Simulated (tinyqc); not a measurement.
From results back to parameters: static screening by free carriers. Four cases, with inputs chosen for the exercise.

Problem. At zero temperature the gas shows Friedel oscillations of period pi/kF and a Thomas-Fermi length 1/qTF; n and m are hidden.

kF = (3 pi^2 n/Mv)^(1/3), EF = c kF^2/m with c = hbar^2/2m0, n in 1/angstrom^3 (1e-24 per 1/cm^3), e2 = e^2/(4 pi eps0). Thomas-Fermi: qTF^2 = 6 pi e2 n/(eps EF). Debye: qD^2 = 4 pi e2 n/(eps kB T).

Constants: hbar^2/2m0 = 3.80998211 eV angstrom^2; e^2/(4 pi eps0) = 14.39964547 eV angstrom.

Case 1.

Values chosen (out of a larger set: a free-electron density near that of Al; not measured data): Mv = 1 (valleys); eps = 1 (background dielectric constant).

period = 1.78865 angstrom
1/qTF = 0.486445 angstrom

Case 2.

Values chosen (out of a larger set: near those of GaN; not measured data): Mv = 1 (valleys); eps = 9.47 (background dielectric constant).

period = 136.694 angstrom
1/qTF = 29.4840 angstrom

Case 3.

Values chosen (out of a larger set: near those of Ge; not measured data): Mv = 4 (valleys); eps = 15.9 (background dielectric constant).

period = 114.369 angstrom
1/qTF = 16.5871 angstrom

Case 4.

Values chosen (out of a larger set: a free-electron density near that of Al; not measured data): Mv = 1 (valleys); eps = 1 (background dielectric constant).

period = 1.79853 angstrom
1/qTF = 0.487787 angstrom

Find: kF; n; m.

Solution. kF = pi/period and n = Mv kF^3/(3 pi^2); qTF^2 = 2 e2 Mv m kF/(pi eps c) then gives m.

Case 1.

kF = 1.756 1/angstrom
n = 1.83e+23 1/cm^3
m = 1.000 m0

Case 2.

kF = 0.02298 1/angstrom
n = 4.10e+17 1/cm^3
m = 0.197 m0

Case 3.

kF = 0.02747 1/angstrom
n = 2.80e+18 1/cm^3
m = 0.219 m0

Case 4.

kF = 1.747 1/angstrom
n = 1.80e+23 1/cm^3
m = 1.000 m0

Computed by tinyqc, one run a case: `OMP_NUM_THREADS=1 python tinyqc.py N N+1 out.jsonl` with N = 1681219, 1681232, 1681239, 1681255; one thread of a shared Intel(R) Xeon(R) Processor @ 2.30GHz, about 0.01 s a run at most.
